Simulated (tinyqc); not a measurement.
# Worked calculation: current crowding under a contact, resistor ladder against the transmission-line model

Computed by the program tinyqc: `OMP_NUM_THREADS=1 python tinyqc.py 2760145 2760146 out.jsonl`, one thread of a shared Intel Xeon 2.30GHz, about 0.01 s for the whole run. Printed values are rounded.

A metal contact of length d and width W on a thin layer of the same width. The metal has no resistance, the sheet resistance under it equals Rsh, and current enters the layer at the front edge x = 0.

Parameters, values chosen for the exercise: sheet resistance of the semiconductor layer Rsh = 150 ohm/sq; specific contact resistivity rc = 1.8e-6 ohm cm^2; contact length d = 2.3 um; contact width W = 16 um; cells n = 10; current I = 5 mA.

## Conductances of the ladder

Cut the contact into n cells of length hc = d/n. Neighbouring cell centres are joined by a = W/(Rsh hc), each centre joins the metal (0 V) by g = W hc/rc, and I enters cell 1 through half a cell: -a v_(i-1) + b_i v_i - a v_(i+1) = I for i = 1 and 0 otherwise, b_i = g + 2 a (g + a at both ends). Rc = v_1/I + 1/(2 a).

a = 0.463768 S
g = 0.0204444 S
b_i, cell 1 to 10 (S): [0.484213, 0.947981, 0.947981, 0.947981, 0.947981, 0.947981, 0.947981, 0.947981, 0.947981, 0.484213]

## Voltages and the share of the current

Cut the contact into n cells of length hc = d/n. Neighbouring cell centres are joined by a = W/(Rsh hc), each centre joins the metal (0 V) by g = W hc/rc, and I enters cell 1 through half a cell: -a v_(i-1) + b_i v_i - a v_(i+1) = I for i = 1 and 0 otherwise, b_i = g + 2 a (g + a at both ends). Rc = v_1/I + 1/(2 a). Cell i passes g v_i to the metal.

v_i, cell 1 to 10 (mV): [47.8262, 39.1533, 32.2064, 26.6792, 22.3282, 18.9614, 16.4306, 14.6241, 13.4622, 12.8938]
share of the current, cell 1 to 10 (%): [19.5556, 16.0093, 13.1688, 10.9088, 9.1297, 7.7531, 6.7183, 5.9796, 5.5045, 5.2721]
Rc of the ladder = 10.6434 ohm

The first cell passes 19.6 % of the current and the last 5.27 %; an even spread would give 10.0 % each.

## The transmission-line result

Transfer length Lt = sqrt(rc/Rsh); front resistance Rc = (Rsh Lt/W) coth(d/Lt); end resistance Re = (Rsh Lt/W)/sinh(d/Lt). v(x) = I (Rsh Lt/W) cosh((d - x)/Lt)/sinh(d/Lt) at the cell centres x = (i - 1/2) d/n.

Lt = 1.09545 um
Rc = 10.5827 ohm
Re = 2.55454 ohm
v(x), cell 1 to 10 (mV): [47.8050, 39.1191, 32.1641, 26.6321, 22.2785, 18.9106, 16.3795, 14.5731, 13.4114, 12.8432]

The ladder's Rc is 0.57 % above this value, with cells 0.21 Lt long.
